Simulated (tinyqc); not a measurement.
Sputter depth profiling of a dopant layer: erosion rate, quantification and the mixing-roughness response: one step, computed by the program tinyqc.

A rastered ion beam erodes silicon (49.94 atoms per nm^3). The measured profile is the true one convolved with a depth response.

Task: Measured shape. Mixing alone turns a layer at z0 into (1/w) exp(-(z - z0 + w)/w) for z > z0 - w; roughness adds a Gaussian of width sigma. With x = z - z0 + w: g(x) = (1/(2w)) exp(sigma^2/(2 w^2) - x/w) erfc((sigma/w - x/sigma)/sqrt2), and its integral G(x) = (1/2) erfc(-x/(sigma sqrt2)) - w g(x). Measured: C [G(x) - G(x - b)]. Find the maximum, the full width at half maximum and the deep point where the profile falls to C_B; far down, the trailing edge decays by w ln(10) per decade.

Inputs (values chosen for the exercise, modelled on a dopant in silicon under an oxygen or caesium beam):
```
quantity                               value    unit
roughness sigma                         0.95      nm
depth of the top edge z0                  36      nm
box width b                              1.8      nm
box concentration C                  2.2e+19  1/cm^3
level that defines the junction C_B    2e+17  1/cm^3
```

True profile: box.

mixing length w = 2.097618 nm

Give: depth of the maximum; peak concentration; full width at half maximum; apparent junction depth; trailing slope.

Result:

depth of the maximum = 35.899 nm

peak concentration = 8.8036e+18 1/cm^3

full width at half maximum = 3.8507 nm

apparent junction depth = 44.620 nm

trailing slope = 4.8299 nm/decade

The true deep edge lies at 37.8 nm, so the junction appears 6.82 nm too deep. The peak reaches 40.0 % of the true concentration.
